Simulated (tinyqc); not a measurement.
# Carrier lifetime of an n-type layer with SRH, radiative, Auger and surface recombination, step by step

Program tinyqc, `OMP_NUM_THREADS=1 python tinyqc.py 2300024 2300025 out.jsonl`; Intel Xeon 2.30GHz, shared host, one thread, about 0.01 s. Printed values are rounded.

Uniform excess density dn = dp (no trapping), n = n0 + dn, p = p0 + dn, Boltzmann statistics, full ionisation. Surfaces enter as a rate 2 S dn/d, which holds while diffusion to them is fast.

Values chosen for this exercise; band and dielectric values close to those of gallium arsenide: temperature T = 300 K; band gap Eg = 1.43 eV; conduction-band density of states at T Nc = 4.48e17 cm^-3; valence-band density of states at T Nv = 9.14e18 cm^-3; radiative coefficient B = 7.05e-10 cm^3/s; donor density N = 2.1e15 cm^-3; Auger coefficient (two electrons) Cn = 2.5e-30 cm^6/s; Auger coefficient (two holes) Cp = 1.3e-30 cm^6/s; trap density Nt = 1.4e10 cm^-3; capture cross-section for electrons sn = 3e-14 cm^2; capture cross-section for holes sp = 7e-15 cm^2; thermal velocity (both carriers) vth = 2.3e7 cm/s; trap level below the conduction band Et = 0.59 eV; surface recombination velocity (both faces) S = 0 cm/s; sample thickness d = 7 um; generation rate G = 1.3e21 cm^-3 s^-1.

Constants: q = 1.602176634e-19 C, kB = 1.380649e-23 J/K, Vt = kB T/q. Results are converted to the units shown.

## Equilibrium densities and SRH constants

ni = sqrt(Nc Nv) exp(-Eg/(2 Vt)), Eg in volts; majority density N/2 + sqrt(N^2/4 + ni^2), n0 p0 = ni^2; n1 = Nc exp(-Et/Vt), p1 = Nv exp((Et - Eg)/Vt); tn0 = 1/(sn vth Nt), tp0 = 1/(sp vth Nt).

ni = 1.97079e6 cm^-3
n0 = 2.1e15 cm^-3
p0 = 0.00184953 cm^-3
n1 = 5.49179e7 cm^-3
p1 = 70724.1 cm^-3
tn0 = 1.03520e-4 s
tp0 = 4.43656e-4 s

## Starting value

dn = 1e16 cm^-3.

dn at the start = 1e16 cm^-3

## Iteration 1: new dn

With e = n p - ni^2 = dn (n0 + p0 + dn): U_SRH = e/(tp0 (n + n1) + tn0 (p + p1)), U_rad = B e, U_Aug = (Cn n + Cp p) e, U_s = 2 S dn/d. Newton step on ln U(ln dn) = ln G, U the sum: k = d ln U/d ln dn (central difference over factors 1.0001), dn(new) = dn (G/U)^(1/k).

U_SRH = 1.88961e19 cm^-3 s^-1
U_rad = 8.53050e22 cm^-3 s^-1
U_Aug = 5.23325e18 cm^-3 s^-1
U_s = 0 cm^-3 s^-1
k = 1.82631
dn after iteration 1 = 1.01161e15 cm^-3

## Iteration 2: new dn

As before.

U_SRH = 2.11940e18 cm^-3 s^-1
U_rad = 2.21916e21 cm^-3 s^-1
U_Aug = 2.86260e16 cm^-3 s^-1
U_s = 0 cm^-3 s^-1
k = 1.32476
dn after iteration 2 = 6.75127e14 cm^-3

## Iteration 3: new dn

As before.

U_SRH = 1.44000e18 cm^-3 s^-1
U_rad = 1.32086e21 cm^-3 s^-1
U_Aug = 1.46428e16 cm^-3 s^-1
U_s = 0 cm^-3 s^-1
k = 1.24297
dn after iteration 3 = 6.65945e14 cm^-3

## Course of the iteration

Stop when the step is below 1e-10 of the value, or after 40 iterations.

Course of the iteration:
```
iteration	dn before the step (cm^-3)	step (cm^-3)
1	1e16	-8.99e15
2	1.01161e15	-3.36e14
3	6.75127e14	-9.18e12
4	6.65945e14	-9.24e9
5	6.65936e14	-9440
```

Converged in 5 iterations.

## Lifetime, shares and quasi-Fermi splitting

converged dn = 6.65936e14 cm^-3

With e = n p - ni^2 = dn (n0 + p0 + dn): U_SRH = e/(tp0 (n + n1) + tn0 (p + p1)), U_rad = B e, U_Aug = (Cn n + Cp p) e, U_s = 2 S dn/d. tau = dn/U, shares of U, splitting Vt ln(n p/ni^2), radiative efficiency U_rad/U.

tau = 5.12258e-7 s
shares (%): SRH 0.1093, radiative 99.8896, Auger 0.0011, surface 0.0000
quasi-Fermi splitting = 1.05219 V

Radiative recombination takes the largest share. dn is 0.32 times the doping: intermediate injection.
